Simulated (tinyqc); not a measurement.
Luttinger-Kohn k.p, four valence bands, step by step. One step of it, computed by the program tinyqc.

Question. Bloch Hamiltonian at k. P = c g1 k^2, Q = c g2 (kx^2 + ky^2 - 2 kz^2), R = c sqrt3 [-g2 (kx^2 - ky^2) + 2i g3 kx ky], S = 2 c sqrt3 g3 (kx - i ky) kz, c = hbar^2/2m = 3.809982 eV angstrom^2; rows [P+Q, -S, R, 0], [-S*, P-Q, 0, R], [R*, 0, P-Q, S], [0, R*, S*, P+Q]. The path ends lie at |k| = 0.03 1/angstrom.

Luttinger parameters chosen for this model; energies are counted downward from the top of the valence band:
```
parameter      value  unit
g1         15.490000
g2          4.790000
g3          5.310000
```

k point k (1/angstrom): 0.003000  -0.006000  -0.008000

Give: H(k) at k.

Answer.

H(k) at k (eV), lower triangle (Hermitian):
```
               3/2           1/2           -1/2   -3/2
3/2          0.005
1/2   0.002-0.003i         0.008
-1/2  0.001+0.001i         0.000          0.008
-3/2         0.000  0.001+0.001i  -0.002+0.003i  0.005
```
